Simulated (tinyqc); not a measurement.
From results back to parameters: Wannier function of the lower band of a two-orbital chain. Five cases, with inputs chosen for the exercise.

Problem. A band E(k) = H0 + 2 H1 cos(ka) + 2 H2 cos(2ka) is known at k = 0, pi/2a and pi/a. The values come from hidden hoppings; c = hbar^2/2m0.

Constants: hbar^2/2m0 = 3.80998211 eV angstrom^2.
Find: H0, H1, H2; m0/m at k = 0.

Method. H0 = (E0 + 2 E1 + E2)/4, H1 = (E0 - E2)/4, H2 = (E0 - 2 E1 + E2)/8; the curvature at k = 0 gives m0/m = -(H1 + 4 H2) a^2/c.

Case 1.

Values chosen: a = 5.5 angstrom (period).

E (eV): 0 -1.7120, pi/2a -0.5580, pi/a 1.3560

Solution.

H0, H1, H2 (eV): -0.368  -0.767  0.095

m0/m at k = 0 = 3.073

Case 2.

Values chosen: a = 5.5 angstrom (period).

E (eV): 0 -2.1400, pi/2a -0.6320, pi/a 0.6280

Solution.

H0, H1, H2 (eV): -0.694  -0.692  -0.031

m0/m at k = 0 = 6.479

Case 3.

Values chosen: a = 6 angstrom (period).

E (eV): 0 -3.9140, pi/2a -2.4660, pi/a -1.4740

Solution.

H0, H1, H2 (eV): -2.580  -0.610  -0.057

m0/m at k = 0 = 7.918

Case 4.

Values chosen: a = 4.4 angstrom (period).

E (eV): 0 -3.5180, pi/2a -2.6120, pi/a -2.6260

Solution.

H0, H1, H2 (eV): -2.842  -0.223  -0.115

m0/m at k = 0 = 3.471

Case 5.

Values chosen: a = 4.8 angstrom (period).

E (eV): 0 -1.1440, pi/2a -0.3200, pi/a -0.1680

Solution.

H0, H1, H2 (eV): -0.488  -0.244  -0.084

m0/m at k = 0 = 3.507

Computed by tinyqc, one run a case: `OMP_NUM_THREADS=1 python tinyqc.py N N+1 out.jsonl` with N = 1481571, 1481599, 1481602, 1481610, 1481618; one thread of a shared Intel(R) Xeon(R) Processor @ 2.30GHz, about 0.3 s a run at most.
